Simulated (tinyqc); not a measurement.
# Changing the electric field F

Model: hot carriers by balance equations with a heated Maxwellian. Computed by tinyqc, a small Python program. Command: `OMP_NUM_THREADS=1 python tinyqc.py 3031829 3031830 out.jsonl hot sweep`. One thread of a shared host (Intel(R) Xeon(R) Processor @ 2.30GHz), about 0.1 s of CPU time with the checks.

The carriers follow a Maxwellian at an electron temperature T_e, slightly displaced; the drift energy is neglected against k_B T_e. The balance averages the rate, not the time, so mu_0 lies below the relaxation-time value.

Inputs (values chosen for the exercise, modelled on electrons in germanium):
```
quantity                                          value       unit
effective mass m                                  0.216        m_0
density rho                                        5323     kg/m^3
sound velocity v_l                                 5380        m/s
acoustic deformation potential D_A                   12         eV
phonon energy hbar w                               33.1        meV
optical or intervalley deformation potential D_o    4.6  1e8 eV/cm
final valleys Z_f                                     3          -
lattice temperature T                               400          K
mixing                                              0.2          -
iteration cap                                       300          -
```

Band: parabolic. Solver: damped fixed point.

Constants: k_B = 8.617333262e-05 eV/K; k_B = 1.380649e-23 J/K; e = 1.602176634e-19 C; hbar = 1.054571817e-34 J s; m_0 = 9.1093837015e-31 kg; hbar = 6.582119569e-16 eV s.

Method:
- Parabolic band: E = hbar^2 k^2/(2 m), speed v = hbar k/m, states per spin, volume and energy g(E) = m k/(2 pi^2 hbar^2). Masses are multiplied by m_0 and all formulas are in SI units.
- Phonon occupation N_q = 1/(exp(hbar w/(k_B T)) - 1).
- Acoustic deformation potential (elastic, equipartition, absorption and emission together): 1/tau = 2 pi k_B T D_A^2 g(E)/(hbar rho v_l^2).
- Optical or intervalley deformation potential: 1/tau = (pi Z_f D_o^2/(rho w)) [N_q g(E + hbar w) + (N_q + 1) g(E - hbar w)], with g = 0 below the band edge.
- Averages over the Maxwellian, <y> = int y x^(1/2) exp(-x) dx / int x^(1/2) exp(-x) dx with x = E/(k_B T_e), split at x_0 = hbar w/(k_B T_e): 64 Gauss-Legendre points in sqrt(x) below it and 128 in sqrt(x - x_0) above it, up to x = 32. Momentum balance: mu(T_e) = e/(m nu), nu = <x (sum of rates)>/<x>. Power lost per carrier: P(T_e) = hbar w <emission rate - absorption rate> + <(2 m v_l^2/(k_B T)) (E - 2 k_B T) acoustic rate>.
- Energy relaxation time at weak heating: tau_E = (3/2) k_B / (dP/dT_e), the derivative by a central difference of +/- 0.5 K at T_e = T.
- Fixed point: T_out = T + (T_e - T) e mu(T_e) F^2/P(T_e), T_new = T_e + mixing (T_out - T_e).
- Start at T_e = 1.5 T; stop when T_e moves by less than 1e-6 K or exceeds 1e6 K.
- v = mu(T_e) F; warm-carrier coefficient (mu/mu_0 - 1)/F^2.

One run for each value:
```
electric field F (kV/cm)  drift velocity (1e7 cm/s)  electron temperature T_e (K)  mu/mu_0
0.10                                        0.01185                         400.2  0.99971
0.22                                        0.02603                         401.0  0.99862
0.46                                        0.05418                         404.3  0.99401
1.00                                        0.11528                         420.0  0.97293
2.20                                        0.23219                         492.2  0.89075
4.60                                        0.38270                         764.8  0.70216
10.00                                       0.51727                        1914.1  0.43657
```

Describe and explain the trends.

Over the rows, drift velocity (1e7 cm/s) rises from 0.0118 to 0.517 (exponent d ln y / d ln x 1.00 between the first rows and 0.39 between the last); electron temperature T_e (K) rises from 400 to 1910 (exponent d ln y / d ln x 0.0025 between the first rows and 1.2 between the last); mu/mu_0 falls from 1.000 to 0.437 (exponent d ln y / d ln x -0.0014 between the first rows and -0.61 between the last). At the low end the exponent of drift velocity is 1.00, close to 1: Ohm's law. At the low end the exponent of electron temperature T_e is 0.00, close to 0: the gas is still at the lattice temperature. The mobility has lost 10 % between 1.00 and 2.20 kV/cm. Left out: 22.0, 46.0, 100 (T_e far beyond the range of the model).

Caution (rows 10.0): k_B T_e exceeds 0.12 eV, where non-parabolicity and a non-Maxwellian tail matter.

Extremes, crossings and ranges named in words are read from the listed rows.
